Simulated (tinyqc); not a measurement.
# Gated two-dimensional channel with two bands, quantum capacitance: effect of the density of traps

phi is the Fermi level above the lowest band edge, in volts; Vg is counted from the gate voltage at which an empty channel would have phi = 0. The channel has no thickness; trap charge is -q Dit phi.

D1 = gv md m0 q/(pi hbar^2), D2 = g2 m2 m0 q/(pi hbar^2) per eV; n1 = D1 Vt ln(1 + exp(phi/Vt)), n2 = D2 Vt ln(1 + exp((phi - E2)/Vt)), n = n1 + n2; Cq = q dn/dphi = q [D1/(1 + exp(-phi/Vt)) + D2/(1 + exp((E2 - phi)/Vt))]. Cox = eps0 eox/tox; Vg = phi + q (n + Dit phi)/Cox. 1/C_G = 1/Cox + 1/(Cq + q Dit); dphi/dVg = Cox/(Cox + Cq + q Dit).

Parameters, values chosen for the exercise; lowest band close to that of monolayer MoS2:
- T = 77 K (temperature)
- eox = 3.9 (relative permittivity of the gate insulator (close to silicon dioxide))
- tox = 2.1 nm (insulator thickness)
- md = 0.487 m0 (in-plane mass)
- gv = 2 (valley degeneracy)
- m2 = 0.89 m0 (in-plane mass of a second band, chosen freely)
- g2 = 6 (valley degeneracy of that band, chosen freely)
- E2 = 0.29 eV (second band edge above the first)
- Vg = 0.77 V (gate voltage)

Constants: q = 1.602176634e-19 C, kB = 1.380649e-23 J/K, hbar = 1.054571817e-34 J s, m0 = 9.1093837015e-31 kg, Vt = kB T/q, eps0 = 8.8541878128e-14 F/cm where lengths are in cm. Results are converted to the units shown.

The same in every row: Cox (uF/cm^2) = 1.6443.

Effect of the density of traps:

| Dit (cm^-2 eV^-1) | phi (V) | n (cm^-2) | Cq (uF/cm^2) | C_G (uF/cm^2) | dphi/dVg | share of the second band (%) |
|---|---|---|---|---|---|---|
| 0 | 0.018562 | 7.7122e12 | 61.442 | 1.6015 | 0.026065 | 3.2890e-16 |
| 1e11 | 0.018557 | 7.7104e12 | 61.440 | 1.6015 | 0.026059 | 3.2875e-16 |
| 3e11 | 0.018548 | 7.7068e12 | 61.435 | 1.6015 | 0.026048 | 3.2843e-16 |
| 7e11 | 0.018529 | 7.6995e12 | 61.425 | 1.6016 | 0.026026 | 3.2781e-16 |
| 2e12 | 0.018468 | 7.6762e12 | 61.392 | 1.6017 | 0.025954 | 3.2580e-16 |
| 4e12 | 0.018375 | 7.6406e12 | 61.341 | 1.6019 | 0.025844 | 3.2277e-16 |
| 1e13 | 0.018102 | 7.5359e12 | 61.189 | 1.6024 | 0.025519 | 3.1402e-16 |
| 3e13 | 0.017241 | 7.2085e12 | 60.674 | 1.6041 | 0.024497 | 2.8835e-16 |

What does the comparison show?

As Dit goes from 0 to 3e13, Cq falls from 61.4 to 60.7 uF/cm^2, C_G/Cox stays near 0.974 and n falls from 7.71e12 to 7.21e12 cm^-2. Cq exceeds Cox in every row, so the insulator is the tighter limit, though Cq still cuts C_G by up to 2.6 %.

Numbers from tinyqc (`OMP_NUM_THREADS=1 python tinyqc.py 2200065 2200066 out.jsonl`; about 0.01 s on one thread of a shared Intel Xeon 2.30GHz).
